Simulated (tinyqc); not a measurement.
Transient enhanced diffusion after implantation: plus-n interstitials, dissolving clusters and loss to the surface: one step, computed by the program tinyqc.

The implant leaves n Q interstitials in clusters at depth R_p. While clusters last they hold the free interstitials at a supersaturation S = C_I/C_I*; interstitials drain to the surface, and the part f_I of the dopant diffusion that uses interstitials speeds up in proportion to S.

Problem. Duration and total effect at this temperature. The clusters last tau = n Q/J. If they dissolve fully at this T, the extra budget is (D/D* - 1) D* tau.

Inputs (values chosen for the exercise, modelled on boron in silicon): implant dose Q = 6.8e+13 1/cm^2; interstitials kept per ion n = 1.5; anneal (peak) temperature T = 850 C.

Anneal: isothermal.

flux J = 6.803868e+11 1/(cm^2 s)

enhancement D/D* = 197.0319

equilibrium diffusivity D* = 2.295752e-16 cm^2/s

Give: duration tau; extra budget if complete.

Solution.

duration tau = 149.9 s

extra budget if complete = 6.747e-12 cm^2
